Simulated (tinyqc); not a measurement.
Spherical quantum dot: one step. Lowest optical transition.

Brus estimate with the correlation term of Kayanuma, both carriers between hard walls: E = Eg + c (pi/R)^2 (1/mw + 1/mh) - 1.786 q/(eps R) - 0.248 Ry*, with q = e^2/(4 pi eps0), Ry* = Ry mu/eps^2, 1/mu = 1/mw + 1/mh, a* = a0 eps/mu, c = hbar^2/2m0. It assumes R below about a*.

Constants: hbar^2/2m0 = 3.80998211 eV angstrom^2; e^2/(4 pi eps0) = 14.39964547 eV angstrom; Ry = 13.60569312 eV; a0 (Bohr radius) = 0.5291772105 angstrom; hc = 1239.841984 eV nm.

Values chosen for the exercise (near those of a non-polar GaN dot in AlN; not measured data): Eg = 3.523 eV (bulk gap); mw = 0.204 m0 (mass inside); mh = 0.45 m0 (hole mass); eps = 9.3 (dielectric constant inside); R = 22 angstrom (radius).

Task: Give the terms and the wavelength hc/E.

Give: mu; a*; confinement, Coulomb and correlation terms; E; wavelength.

Result:

mu = 0.1404 m0
a* = 35.1 angstrom

confinement, Coulomb and correlation terms (eV): [0.5535, -0.1257, -0.0055]

E = 3.9453 eV
wavelength = 314.3 nm

R/a* = 0.63: strong confinement, as the formula assumes. For the electron, hard walls give 110 meV more than the finite barrier.

tinyqc: `OMP_NUM_THREADS=1 python tinyqc.py 1282525 1282526 out.jsonl`; about 0.09 s, one thread, shared Intel(R) Xeon(R) Processor @ 2.30GHz.
